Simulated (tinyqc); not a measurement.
Charge-trap memory cell: two steps of the calculation.

Channel, tunnel oxide, storage layer, blocking layer, gate. N electrons per area sit in a sheet at the centroid and shift the threshold by U = (q/eps0) N (tb/eb + xc tn/en). EOT = t1 + 3.9 (tn/en + tb/eb); tunnel field F = (Vg - U)/EOT; dN/dt = eta (J/q)(1 - N/Nm). Fowler-Nordheim: J = A F^2 exp(-B/F), A = q^2/(16 pi^2 hbar mo phi) (times 1e14 for A/cm^2 with F in V/nm, emitter mass m0), B = (4/3) sqrt(mo/C) phi^1.5, C = hbar^2/(2 m0).

Inputs (values chosen for the exercise); oxide values close to those of silicon dioxide, storage layer close to silicon nitride, blocking layer close to silicon dioxide:
- phi = 3.11 eV (tunnel barrier)
- mo = 0.47 m0 (tunnelling mass)
- t1 = 5.2 nm (tunnel oxide (permittivity 3.9))
- tn = 5.8 nm (storage layer)
- en = 7.3 (its relative permittivity)
- tb = 8 nm (blocking layer)
- eb = 3.9 (its relative permittivity)
- xc = 0.46 (charge centroid, share of tn counted from the blocking side)
- eta = 0.82 (capture efficiency of an empty layer)
- Nm = 9.7e12 cm^-2 (trap density)
- T = 358 K (storage temperature)
- E1 = 1.02 eV (shallowest trap depth)
- E2 = 1.51 eV (deepest trap depth)
- nu = 1e13 1/s (attempt frequency)
- Vg = 19.5 V (gate voltage less flat band and surface potential)
- d0 = 5.3e-7 s (first time step)
- gr = 1.6 (growth of the step)
- n = 11 (steps)

Constants: q = 1.602176634e-19 C, kB = 1.380649e-23 J/K, hbar = 1.054571817e-34 J s, m0 = 9.1093837015e-31 kg, Vt = kB T/q, eps0 = 8.8541878128e-14 F/cm where lengths are in cm, hbar^2/(2 m0) = 0.0380998212 eV nm^2. Results are converted to the units shown.

Problem 1. Midpoint steps of growing length. N(half) = N + (d/2) r(N), N(new) = N + d r(N(half)), r = dN/dt; the step starts at d0 and is multiplied by gr each time. Field in the blocking layer (3.9 F + q N/eps0)/eb.

Find: t; N; U; F; blocking field.

Solution 1.

```
step	t (s)	N (cm^-2)	U (V)	F (V/nm)	blocking field (V/nm)
0	0	0	0.0000	1.1964	1.1964
1	5.3000e-7	1.8294e11	0.0800	1.1915	1.2000
2	1.3780e-6	4.3670e11	0.1910	1.1847	1.2050
3	2.7348e-6	7.7044e11	0.3369	1.1757	1.2115
4	4.9057e-6	1.1841e12	0.5178	1.1646	1.2196
5	8.3791e-6	1.6675e12	0.7292	1.1517	1.2290
6	1.3937e-5	2.2038e12	0.9637	1.1373	1.2395
7	2.2828e-5	2.7739e12	1.2131	1.1220	1.2507
8	3.7056e-5	3.3612e12	1.4699	1.1062	1.2622
9	5.9819e-5	3.9521e12	1.7283	1.0904	1.2737
10	9.6240e-5	4.5370e12	1.9841	1.0747	1.2852
11	1.5451e-4	5.1087e12	2.2341	1.0593	1.2964
```

Problem 2. Retention after ten years. Retention: filled traps are spread evenly in depth from E1 to E2, and each empties at the rate nu exp(-E/kB T). The share left is the mean of exp(-nu t exp(-E/kB T)) = [kB T/(E2 - E1)] [E1x(nu t exp(-E2/kB T)) - E1x(nu t exp(-E1/kB T))], E1x the exponential integral; traps shallower than about Ed = kB T ln(nu t) are empty. t = 3.15576e8 s.

Find: Ed; share left; loss a decade while Ed lies between E1 and E2, kB T ln 10/(E2 - E1).

Solution 2.

Ed = 1.5272 eV
share left = 0.0044027
loss a decade while Ed lies between E1 and E2, kB T ln 10/(E2 - E1) = 0.14497

Ed lies beyond E2, so the layer is nearly empty.

Range of the model: The Fowler-Nordheim form needs F t1 above phi; trap-assisted paths and leakage through the blocking layer are left out.

Program tinyqc, `OMP_NUM_THREADS=1 python tinyqc.py 2130108 2130109 out.jsonl`; Intel Xeon 2.30GHz, shared host, one thread, about 0.1 s.
